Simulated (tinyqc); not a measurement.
# Single-electron transistor, orthodox theory and master equation: what changes with what

A metal island with n extra electrons joins the left lead (voltage V) and the right lead (0 V) by tunnel junctions and couples to a gate. Cs = CL + CR + Cg. Adding electron n + 1 costs mu(n) = [q (n + 1/2) - CL V - Cg Vg]/Cs (in volts); the Fermi levels are -V (left) and 0 (right). A jump that gains the energy W has the rate G(W) = (W/q)/(R [1 - exp(-W/Vt)]), W in volts, Vt = kB T/q. Sequential tunnelling only; I > 0 flows from left to right.

Values chosen for this exercise: capacitance of the left junction CL = 90 aF; capacitance of the right junction CR = 200 aF; gate capacitance Cg = 62 aF; resistance of the left junction RL = 110 kohm; resistance of the right junction RR = 5500 kohm; temperature T = 0.47 K; gate voltage Vg = 0.74 mV.

Constants: q = 1.602176634e-19 C, kB = 1.380649e-23 J/K, Vt = kB T/q. Results are converted to the units shown.

Each table varies one quantity; the others keep the values above.

## Current against bias

Onto the island: from the left W = -V - mu(n), from the right W = -mu(n); off the island (n + 1 to n): to the left W = mu(n) + V, to the right W = mu(n). Steady state: p(n + 1)/p(n) = (sum of on rates)/(sum of off rates), normalised. I = q sum_n [p(n + 1) (off to left) - p(n) (on from left)]. Enough charge states are kept that the digits shown do not change.

Current against bias:
```
V (mV),I (nA),mean n,states above 1 %,I (RL + RR)/V
0.0455,0.0013813,0.0385,2,0.17031
0.212,0.0045526,-0.0032,1,0.12047
0.379,0.016519,-0.1203,2,0.24451
0.546,0.066191,-0.6905,2,0.68009
0.713,0.092602,-0.9301,2,0.72861
0.88,0.10429,-0.9789,3,0.66485
1.05,0.13239,-1.2234,3,0.70736
1.21,0.18209,-1.7343,2,0.84426
1.38,0.20340,-1.8963,2,0.82687
1.55,0.21785,-1.9754,3,0.78849
1.71,0.25422,-2.3249,3,0.83402
1.88,0.29763,-2.7540,2,0.88813
2.05,0.31546,-2.8740,2,0.86328
```

At zero temperature the blockade would end at V = 0.380 mV. The ratio I (RL + RR)/V moves up and down between 0.120 and 0.888. Over the second half of the table the slope between rows varies from 0.477 to 1.74 times 1/(RL + RR): a Coulomb staircase, which a rerun with equal junctions shows much less.

## The Coulomb oscillation

Same model as above.

Here V = 0.28 mV.

The Coulomb oscillation:
```
Vg (mV),I (nA),mean n
0,0.01985,-0.3577
0.258,0.01103,-0.1571
0.517,0.006897,-0.0570
0.775,0.007151,-0.0172
1.03,0.01034,-0.0006
1.29,0.01557,0.0116
1.55,0.02183,0.0310
1.81,0.02784,0.0756
2.07,0.03125,0.1804
2.33,0.02859,0.3845
2.58,0.02001,0.6382
2.84,0.01109,0.8417
3.1,0.006904,0.9428
3.36,0.007157,0.9829
```

Read the table: what changes, and by how much?

I is largest, 0.0312 nA, at Vg = 2.07 mV and smallest, 0.00690 nA, at 0.517 mV among the rows; the pattern repeats every q/Cg = 2.58 mV. At zero temperature current flows while mu(0) lies between -V and 0, for Vg from 0.886 to 2.48 mV; the mean n moves from -0.36 to 0.98 over the table.

Range of the model: Cotunnelling, which dominates deep in the blockade, is left out.

Numbers from tinyqc (`OMP_NUM_THREADS=1 python tinyqc.py 2780113 2780114 out.jsonl`; about 0.01 s on one thread of a shared Intel Xeon 2.30GHz).
